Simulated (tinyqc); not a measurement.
Comparisons within one model: averaged masses of warped heavy- and light-hole bands. A value that a table varies takes the place of the one given here.

Four-band hole energies E = c k^2 f(u), c = hbar^2/2m0, f = g1 -/+ 2 sqrt(g2^2 + 3 (g3^2 - g2^2) s), s = ux^2 uy^2 + uy^2 uz^2 + uz^2 ux^2 for the unit vector u; minus for heavy, plus for light holes; the mass along u is 1/f.

Grid: n x n midpoints in cos(theta) from 0 to 1 and phi from 0 to pi/2, equal weights. m_d = <f^(-3/2)>^(2/3). Conductivity mass for one scattering time: 1/m_c = <|w|^2 f^(-5/2)>/<f^(-3/2)> with w = grad_k(k^2 f)/(2 k), that is |w|^2 = f^2 + |angular gradient of f|^2/4.

Inputs chosen for the exercise (out of a larger set: near those of GaAs; not measured data):
- g1 = 7.02 (Luttinger gamma1)
- g2 = 2.04 (gamma2)
- g3 = 2.94 (gamma3)

## Ways to average over directions

Heavy and light m_d on grids of growing n, against n = 160; also the three-direction rule <F> = (10 F[100] + 16 F[110] + 9 F[111])/35 and the spherical masses 1/(g1 (1 -/+ mu)), mu = (6 g3 + 4 g2)/(5 g1).

Masses (m0):
```
method             heavy   light  error heavy (%)  error light (%)
grid n = 1        0.8592  0.0777            43.98            -5.16
grid n = 2        0.6078  0.0810             1.86            -1.04
grid n = 3        0.6035  0.0815             1.12            -0.49
grid n = 5        0.5987  0.0817             0.33            -0.20
grid n = 10       0.5972  0.0818             0.08            -0.05
grid n = 160      0.5967  0.0819             0.00             0.00
three directions  0.6371  0.0823             6.75             0.51
spherical         0.5376  0.0821            -9.91             0.26
[100] alone       0.3401  0.0901           -43.00            10.01
```

The heavy mass is within 1 % from grid n = 5 on. Three directions err by +6.75 %, the spherical form by -9.91 % and [100] alone by -43.0 %; for light holes the same three err by +0.51, +0.26 and +10.0 %. The power -3/2 weights the heavy directions near [111], which a mean of f misses.

## Cyclotron masses against the field direction

For the central orbit m_cyc is the mean of 1/f(u) over the directions u normal to B (360 points on the circle). B lies in the (1-10) plane at the angle from [001]; 54.7 degrees is [111], 90 is [110].

Masses (m0):
```
angle (degrees)   heavy   light
0.0              0.4764  0.0847
15.0             0.5062  0.0837
30.0             0.5822  0.0817
45.0             0.6431  0.0802
54.7             0.6517  0.0800
70.0             0.6453  0.0805
90.0             0.6405  0.0814
```

The heavy mass is smallest at 0 and largest at 54.7 degrees of the angles listed, a spread of 37 %; the light mass varies by 5.9 %. The orbit normal to [001] has s between 0 and 1/4, the orbit normal to [111] has s = 1/4 all round, which gives 1/(g1 - sqrt(g2^2 + 3 g3^2)) = 0.6517. This is the classical limit; low Landau levels of holes depart from it.

## Several materials

The inputs are values chosen for the exercise; n = 40; delta = (g3 - g2)/g1.

Results:
```
case            g1    g2    g3  m_d heavy  m_c heavy  m_d light  delta
A near Si     4.31  0.34  1.45      0.513      0.410     0.1544  0.258
B near Ge    13.29  4.27  5.72      0.366      0.285     0.0424  0.109
C near InAs  19.87  8.56  9.17      0.512      0.460     0.0265  0.031
D near InP    5.08  1.60  2.11      0.846      0.707     0.1123  0.100
E near GaP    4.03  0.49  1.25      0.511      0.448     0.1667  0.189
F near GaSb  13.34  4.71  6.00      0.474      0.346     0.0411  0.097
```

Heavy masses span a factor of 2.3 and light ones 6.3: the coupling to the conduction band adds to g1, 2 g2 and 2 g3 alike, so it cancels for heavy holes and doubles for light ones. The ratio m_c/m_d of the heavy holes is lowest for F (0.73); delta is largest for A; the heavy band feels the warping rather through (g3 - g2)/(g1 - 2 g3), which runs from 0.40 to 0.96 here and is 0.96 for the case with the lowest ratio.

## What each parameter does

n = 40. Each row changes one parameter from the base and keeps the others.

Results:
```
case        m_d heavy (m0)  m_c heavy (m0)  m_d light (m0)  m_c light (m0)
base                0.5968          0.4641          0.0819          0.0813
g1 = 7.231          0.5265          0.4286          0.0805          0.0799
g2 = 2.101          0.6069          0.4810          0.0816          0.0811
g3 = 2.852          0.5497          0.4556          0.0826          0.0821
```

The largest shifts from the base row, up to three for each result and ties (the steps differ in size, so this ranks the rows, not the parameters). m_d heavy (m0): g1 -0.0703, g3 -0.0471, g2 +0.0101. m_c heavy (m0): g1 -0.0355, g2 +0.0169, g3 -0.0085. m_d light (m0): g1 -0.0014, g3 +0.0007, g2 -0.0003. m_c light (m0): g1 -0.0014, g3 +0.0008, g2 -0.0002.

Computed by tinyqc, a small Python program: `OMP_NUM_THREADS=1 python tinyqc.py 1080232 1080233 out.jsonl` (the numbers bound the seed that draws the inputs); one thread of a shared host (Intel(R) Xeon(R) Processor @ 2.30GHz), about 0.01 s for the whole set of steps.
